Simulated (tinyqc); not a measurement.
Mobility against temperature: two scattering mechanisms together, and the Matthiessen rule.

Non-degenerate electrons. 1/tau(x) = x^(1/2)/tA + 1/(tI x^(3/2)), x = E/kT, with tA = ta (T/300)^(-3/2) and tI = ti (T/300)^(3/2) (the screening logarithm is held fixed). <tau> = integral x^(3/2) tau exp(-x) dx/Gamma(5/2); mu = <tau>/(mc m0/e), m0/e = 5.685630e-12 kg/C. Matthiessen: 1/mu = 1/muA + 1/muI with <tau>A = tA Gamma(2)/Gamma(5/2), <tau>I = tI Gamma(4)/Gamma(5/2).

Inputs chosen for the exercise (out of a larger set: masses near those of Ge; tau0 is set for a mobility of the usual size at this n, kL is a free input; freeze-out and phonon drag, which matter near 77 K, are left out; not measured data):
- ta = 130 fs (acoustic tau at E = kT and 300 K)
- ti = 34 fs (impurity tau at E = kT and 300 K)
- mc = 0.1222 m0 (conductivity mass)

rH = <tau^2>/<tau>^2. ta and ti are inputs of their own, not tied to tau0.

Mobilities (cm^2/(V s)):
```
T (K)  acoustic  impurity  Matthiessen  exact     rH  Matthiessen/exact
40     2.89e+04       108          107    106  1.897              1.008
60     1.57e+04       198          195    190  1.828              1.027
80     1.02e+04       304          295    279  1.729              1.060
120    5.56e+03       559          508    439  1.517              1.157
160    3.61e+03       860          695    548  1.349              1.267
220    2.24e+03  1.39e+03          857    618  1.193              1.387
300    1.41e+03  2.21e+03          860    605  1.093              1.421
400         914  3.40e+03          721    530  1.044              1.360
550         567  5.48e+03          514    412  1.029              1.248
```

What can be read from this table?

The exact mobility peaks at 220 K of those listed. The two mechanisms are equal between 220 and 300 K. The rule overestimates everywhere, most at 300 K (by 42 %), since impurities stop the slow electrons and phonons the fast ones. rH runs between 1.029 and 1.897; the pure limits are 1.178 and 1.933, and the mixture dips below both, since the opposite energy slopes of the two rates leave tau nearly constant. Optical and intervalley phonons, left out, lower real mobilities above about 150 K.

Program tinyqc; command `OMP_NUM_THREADS=1 python tinyqc.py 1682005 1682006 out.jsonl`; about 0.01 s on one thread of a shared Intel(R) Xeon(R) Processor @ 2.30GHz.
